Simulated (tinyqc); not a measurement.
# Resistance of a source-drain extension with a graded tip: two studies

y runs along the channel, the gate covers y > 0. The doping is N0 for y < y0 and N0 10^(-(y - y0)/la) beyond, uniform over the depth xj. Sheet conductance s(y) = q mu(N) max(N - Nch, 0) xj + (for y > 0) ma Cox Vo, with mu(N) = u0 + (u1 - u0)/(1 + (N/Nr)^au) and Cox = eps0 eox/tox. Current is taken as one-dimensional; depletion of the tip, spreading and the contact are left out. The metallurgical junction lies at yj, where N = Nch.

Values chosen for this exercise; mobility law close to that of electrons in silicon: relative permittivity of the gate insulator (close to zirconium oxide) eox = 24.6; insulator thickness tox = 4.5 nm; active doping of the extension far from the gate N0 = 8.2e19 cm^-3; lateral abruptness la = 4.1 nm/decade; position under the gate where the fall begins (gate edge at 0) y0 = 0.5 nm; depth of the extension xj = 18 nm; channel doping Nch = 6.1e17 cm^-3; spacer length Ls = 22 nm; gate overdrive Vo = 0.62 V; mobility of the gate-induced layer ma = 120 cm^2/(V s); mobility at low doping u1 = 1414 cm^2/(V s); mobility at high doping u0 = 68.5 cm^2/(V s); reference doping Nr = 9.2e16 cm^-3; exponent au = 0.711; gate length Lg = 40 nm.

Constants: q = 1.602176634e-19 C, eps0 = 8.8541878128e-14 F/cm where lengths are in cm. Results are converted to the units shown.

Each table varies one quantity; the others keep the values above.

## Abruptness at a fixed junction position

R_spacer = integral of dy/s from -Ls to 0, R_ov from 0 to yj, R_channel = (Lg - 2 yj)/(ma Cox Vo), R_total = 2 R_spacer + 2 R_ov + R_channel. Electrical length L_eff = ma Cox dR_total/d(1/Vo); R_series = R_total - L_eff/(ma Cox Vo). y0 is moved with la so that yj stays at 9.2268 nm.

The same in every row: yj (nm) = 9.227; R_channel (ohm um) = 59.83.

Result of one run:

| la (nm/decade) | R_spacer (ohm um) | R_ov (ohm um) | R_total (ohm um) | L_eff (nm) | R_series (ohm um) |
|---|---|---|---|---|---|
| 7.4 | 17.94 | 19.75 | 135.2 | 32.84 | 44.00 |

What becomes of these results when the lateral abruptness la is changed from 7.4 to 10 nm/decade, all else the same?

Result of the changed run:

| la (nm/decade) | R_spacer (ohm um) | R_ov (ohm um) | R_total (ohm um) | L_eff (nm) | R_series (ohm um) |
|---|---|---|---|---|---|
| 10 | 31.70 | 21.34 | 165.9 | 34.52 | 70.06 |

The whole series:

| la (nm/decade) | R_spacer (ohm um) | R_ov (ohm um) | R_total (ohm um) | L_eff (nm) | R_series (ohm um) |
|---|---|---|---|---|---|
| 1 | 11.84 | 6.674 | 96.86 | 23.66 | 31.16 |
| 2.3 | 11.84 | 9.942 | 103.4 | 25.77 | 31.83 |
| 3.6 | 11.84 | 13.21 | 109.9 | 27.88 | 32.51 |
| 4.9 | 12.04 | 16.35 | 116.6 | 29.96 | 33.41 |
| 6.1 | 13.85 | 18.35 | 124.2 | 31.55 | 36.62 |
| 7.4 | 17.94 | 19.75 | 135.2 | 32.84 | 44.00 |
| 8.7 | 23.98 | 20.68 | 149.1 | 33.80 | 55.30 |
| 10 | 31.70 | 21.34 | 165.9 | 34.52 | 70.06 |

As la goes from 1 to 10 nm/decade, R_total rises from 96.9 to 166 ohm um, R_spacer rises from 11.8 to 31.7 ohm um and R_ov rises from 6.67 to 21.3 ohm um. R_total changes on average by 7.67 ohm um for each nm/decade. L_eff exceeds the metallurgical length by 2.11 nm in the first row and 13.0 nm in the last, since the gate also controls the lightly doped tips.

## Effect of the gate overdrive

Same model as above.

The same in every row: yj (nm) = 9.227; R_spacer (ohm um) = 11.84.

Effect of the gate overdrive:

| Vo (V) | R_ov (ohm um) | R_channel (ohm um) | R_total (ohm um) | L_eff (nm) | R_series (ohm um) |
|---|---|---|---|---|---|
| 0.15 | 34.18 | 247.3 | 339.3 | 24.67 | 56.17 |
| 0.3 | 23.11 | 123.7 | 193.6 | 26.41 | 41.98 |
| 0.45 | 17.92 | 82.43 | 142.0 | 27.64 | 36.22 |
| 0.6 | 14.80 | 61.83 | 115.1 | 28.58 | 33.08 |
| 0.75 | 12.67 | 49.46 | 98.48 | 29.35 | 31.11 |
| 0.9 | 11.12 | 41.22 | 87.13 | 29.99 | 29.76 |
| 1.05 | 9.929 | 35.33 | 78.87 | 30.54 | 28.78 |
| 1.2 | 8.983 | 30.91 | 72.56 | 31.02 | 28.05 |

What does the table show?

As Vo goes from 0.15 to 1.2, R_total falls from 339 to 72.6 ohm um, L_eff rises from 24.7 to 31.0 nm and R_series falls from 56.2 to 28.0 ohm um. Both extracted quantities depend on the overdrive at which they are taken.

Computed by the program tinyqc: `OMP_NUM_THREADS=1 python tinyqc.py 2282291 2282292 out.jsonl`, one thread of a shared Intel Xeon 2.30GHz, about 0.03 s for the whole run.
